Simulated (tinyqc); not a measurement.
MOS inversion layer, Poisson-Schroedinger loop: two steps of the calculation.

Electrons confined at an insulator interface at z = 0, treated as a hard wall; parabolic valleys, Hartree approximation, no image or exchange terms. The depletion charge lies far deeper than the electrons and gives a uniform field q Nd/(eps0 eps_r); the gate balances all charge. Energies are counted from the band edge at the interface.

Parameters, values chosen for the exercise; masses and permittivity close to those of silicon (111):
```
symbol,value,unit,meaning
T,300,K,temperature
eps_r,11.5,,relative permittivity
md1,0.354,m0,in-plane density-of-states mass of set A
Ns,2.2e12,cm^-2,sheet density of electrons
a,0.3,,mixing factor
```

Constants: q = 1.602176634e-19 C, kB = 1.380649e-23 J/K, hbar = 1.054571817e-34 J s, m0 = 9.1093837015e-31 kg, Vt = kB T/q, eps0 = 8.8541878128e-14 F/cm where lengths are in cm. Results are converted to the units shown.

Problem 1. Fermi level and occupations. Level k holds N_k = D_k Vt ln(1 + exp((EF - E_k)/Vt)) with D = 6 md1 m0 q/(pi hbar^2) per eV (spin included); EF is fixed by sum N_k = Ns.

levels (eV): A1 0.056953591, A2 0.098954498

Wanted: EF; N_k.

Solution 1.

EF = -0.0074007 eV
N_k (cm^-2): A1 1.8282e12, A2 3.7182e11

Problem 2. Density, output potential and mixing. n_i = sum_k N_k |psi_k|^2 (converted to cm^-3). Hartree part by Gauss: on the interval before node i the electrons still beyond are S_i = Ns - hz sum_(j<i) n_j, and U_i = U_(i-1) + q S_i hz/(eps0 eps_r) in eV, U_0 = 0 at the interface. Mixing: U(new) = U + a (U(out) - U).

| node | z (nm) | U after round 1 (eV) | \|psi\|^2 of A1 (1/nm) | \|psi\|^2 of A2 (1/nm) |
|---|---|---|---|---|
| 1 | 1.1 | 0.011423533 | 0.12066317 | 0.08751468 |
| 2 | 2.2 | 0.021892501 | 0.26305676 | 0.09918455 |
| 3 | 3.3 | 0.030010750 | 0.25152724 | 0.00915751 |
| 4 | 4.4 | 0.035527985 | 0.15759939 | 0.03266802 |
| 5 | 5.5 | 0.039046218 | 0.07469665 | 0.13988513 |
| 6 | 6.6 | 0.041212330 | 0.02873420 | 0.19397812 |
| 7 | 7.7 | 0.042464511 | 0.00934282 | 0.16468714 |
| 8 | 8.8 | 0.043115748 | 0.00263445 | 0.10213642 |
| 9 | 9.9 | 0.043412472 | 0.00065537 | 0.05007775 |
| 10 | 11 | 0.043529681 | 0.00014556 | 0.02026758 |
| 11 | 12.1 | 0.043569595 | 0.00002911 | 0.00694112 |
| 12 | 13.2 | 0.043581118 | 0.00000525 | 0.00202757 |
| 13 | 14.3 | 0.043583761 | 0.00000084 | 0.00048867 |
| 14 | 15.4 | 0.043584133 | 0.00000010 | 0.00007666 |

N_k (cm^-2): A1 1.9104300e12, A2 2.8956998e11

Find: n; U(out); U after round 2.

Solution 2.

| node | n (1e18 cm^-3) | U(out) (eV) | U after round 2 (eV) |
|---|---|---|---|
| 1 | 2.5586 | 0.03808 | 0.019420 |
| 2 | 5.3127 | 0.07129 | 0.036710 |
| 3 | 4.8318 | 0.09438 | 0.049321 |
| 4 | 3.1054 | 0.10827 | 0.057351 |
| 5 | 1.8321 | 0.11625 | 0.062208 |
| 6 | 1.1106 | 0.12074 | 0.065071 |
| 7 | 0.6554 | 0.12312 | 0.066661 |
| 8 | 0.3461 | 0.12425 | 0.067456 |
| 9 | 0.1575 | 0.12472 | 0.067805 |
| 10 | 0.0615 | 0.12489 | 0.067938 |
| 11 | 0.0207 | 0.12495 | 0.067982 |
| 12 | 0.0060 | 0.12496 | 0.067995 |
| 13 | 0.0014 | 0.12496 | 0.067998 |
| 14 | 0.0002 | 0.12496 | 0.067998 |

Computed by the program tinyqc: `OMP_NUM_THREADS=1 python tinyqc.py 2160116 2160117 out.jsonl`, one thread of a shared Intel Xeon 2.30GHz, about 0.5 s for the whole run.
